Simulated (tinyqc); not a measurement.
Worked calculation: tight binding, dimerised chain. One step of it, computed by the program tinyqc.

Problem. Open chain of 5 cells. The same hoppings without the wrap-around bond.

H of the open chain (eV), lower triangle:
```
            1          2          3          4          5          6          7          8
1    0.000000
2   -0.350000   0.000000
3    0.000000  -2.120000   0.000000
4    0.000000   0.000000  -0.350000   0.000000
5    0.000000   0.000000   0.000000  -2.120000   0.000000
6    0.000000   0.000000   0.000000   0.000000  -0.350000   0.000000
7    0.000000   0.000000   0.000000   0.000000   0.000000  -2.120000   0.000000
8    0.000000   0.000000   0.000000   0.000000   0.000000   0.000000  -0.350000   0.000000
9    0.000000   0.000000   0.000000   0.000000   0.000000   0.000000   0.000000  -2.120000
10   0.000000   0.000000   0.000000   0.000000   0.000000   0.000000   0.000000   0.000000

            9        10
9    0.000000
10  -0.350000  0.000000
```

Give: levels; weights of the highest filled level on the sites.

Solution.

levels (eV): -2.4149  -2.2620  -2.0506  -1.8538  -0.0003  0.0003  1.8538  2.0506  2.2620  2.4149

weights of the highest filled level on the sites: 0.4864  0.0000  0.0133  0.0000  0.0004  0.0004  0.0000  0.0133  0.0000  0.4864

The bulk gap runs from -1.7700 to 1.7700 eV; 2 level(s) of this chain lie inside it: end states, which need the weaker bond inside the cell and a chain longer than their decay length.
